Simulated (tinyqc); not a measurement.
# Worked calculation: resistance of a tapered via with liner, size effect and interface

Numbers from tinyqc (`OMP_NUM_THREADS=1 python tinyqc.py 2750166 2750167 out.jsonl`; about 0.01 s on one thread of a shared Intel Xeon 2.30GHz). Printed values are rounded.

A round via whose diameter grows from db at the bottom as D(z) = db + 2 z/tan(ang). The fill, of diameter D - 2 tl, starts above the bottom liner (thickness fb tl) and has rho = rho0 (1 + ks lam/(D - 2 tl)); the sidewall liner conducts in parallel with it. The bottom liner and the interface are crossed over the full area pi db^2/4. Spreading in the lines above and below is left out.

Parameters, values chosen for the exercise; fill metal close to ruthenium: diameter at the bottom db = 53 nm; height hv = 160 nm; sidewall angle ang = 88 degrees; bulk resistivity of the fill rho0 = 8.02 uohm cm; mean free path of the fill lam = 6.61 nm; size-effect factor ks = 0.8; liner on the sidewall tl = 0 nm; liner at the bottom over that on the sidewall fb = 0.7; resistivity of the liner rl = 300 uohm cm; interface resistivity at the bottom ri = 9.3e-13 ohm cm^2; ballistic conductance per area, about 3/(4 rho0 lam) Sb = 1.5e15 S/m^2.

## Slices of the via

Slices between z0 = fb tl and hv, evaluated at their midpoints: conductance per length pi/4 [(D - 2 tl)^2/rho + (D^2 - (D - 2 tl)^2)/rl], slice resistance = slice height over that. 7 slices.

```
slice	z (nm)	D (nm)	rho (uohm cm)	slice resistance (ohm)
0	11.4286	53.7982	8.80831	0.885706
1	34.2857	55.3946	8.78559	0.833238
2	57.1429	56.9909	8.76415	0.785290
3	80	58.5873	8.74387	0.741359
4	102.857	60.1837	8.72467	0.701009
5	125.714	61.7801	8.70646	0.663861
6	148.571	63.3765	8.68917	0.629585
```

## Total resistance

R_fill = sum of the slices; R_bottom = rl fb tl/(pi db^2/4); R_interface = ri/(pi db^2/4); ballistic (Sharvin) limit 1/(Sb pi (db - 2 tl)^2/4); ideal cylinder rho0 hv/(pi db^2/4).

parts (ohm): fill 5.24005, bottom liner 0, interface 0.0421542
R = 5.28220 ohm
shares (%): fill 99.2020, bottom liner 0.0000, interface 0.7980
ballistic limit = 0.302181 ohm
ideal cylinder = 5.81638 ohm

The fill is the largest part, and R is 0.908 times the ideal cylinder. With 2000 slices R = 5.2833 ohm.
